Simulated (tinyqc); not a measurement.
# Charge stability of a double quantum dot, constant-interaction model with a charge sensor: across the interdot transition

Capacitance matrix C = [[C1, -Cm], [-Cm, C2]], C1 = G1 + X1 + Cm + L1, C2 = G2 + X2 + Cm + L2. Gate charges n1 = (G1 V1 + X1 V2)/q, n2 = (X2 V1 + G2 V2)/q. The state (N1, N2) has U = (1/2) d^T E d with d = (N1 - n1, N2 - n2) and E = q^2 C^(-1). Leads at 0 V; no tunnel coupling, spin or level spacing. The sensor reads s1 <N1> + s2 <N2>.

The gate charges are n1 = 0.5000 + x, n2 = 0.5000 - x, a line through the middle of the (1,0)-(0,1) boundary. The detuning is U(0,1) - U(1,0); thermal means over all states within two electrons.

Values chosen for this exercise:
- G1 = 4.6 aF (gate 1 to dot 1)
- G2 = 5.4 aF (gate 2 to dot 2)
- X1 = 1.4 aF (gate 2 to dot 1)
- X2 = 1.3 aF (gate 1 to dot 2)
- Cm = 3.3 aF (between the dots)
- L1 = 30 aF (dot 1 to leads and ground)
- L2 = 29 aF (dot 2 to leads and ground)
- s1 = 0.51 (sensor weight of dot 1)
- s2 = 0.22 (sensor weight of dot 2)
- T = 0.76 K (temperature)

Constants: q = 1.602176634e-19 C, kB = 1.380649e-23 J/K, Vt = kB T/q. Results are converted to the units shown.

Across the interdot transition:

| x | detuning (meV) | <N1> | <N2> | sensor |
|---|---|---|---|---|
| -0.052 | -0.3925 | 0.006002 | 0.9941 | 0.2218 |
| -0.039 | -0.2944 | 0.01820 | 0.9819 | 0.2253 |
| -0.026 | -0.1963 | 0.06084 | 0.9393 | 0.2377 |
| -0.013 | -0.0981 | 0.1991 | 0.8010 | 0.2778 |
| 0 | 0.0000 | 0.5000 | 0.5000 | 0.3650 |
| 0.013 | 0.0981 | 0.8009 | 0.1990 | 0.4522 |
| 0.026 | 0.1963 | 0.9392 | 0.06066 | 0.4923 |
| 0.039 | 0.2944 | 0.9818 | 0.01807 | 0.5047 |
| 0.052 | 0.3925 | 0.9940 | 0.005915 | 0.5082 |

Read the table: what changes, and by how much?

<N1> rises from 0.00600 to 0.994 while <N2> falls from 0.994 to 0.00591; their sum stays within 1.8e-4 of 1. The detuning moves by EC1 + EC2 - 2 ECm = 7.55 meV for each unit of x. The step is broader than a Fermi function of width kB T = 0.0655 meV, since (0,0) and (1,1) lie only ECm/2 = 2.7 kB T above the two states at x = 0 and are populated too.

tinyqc, about 0.01 s, one thread, Intel Xeon 2.30GHz (shared host): `OMP_NUM_THREADS=1 python tinyqc.py 2470010 2470011 out.jsonl`
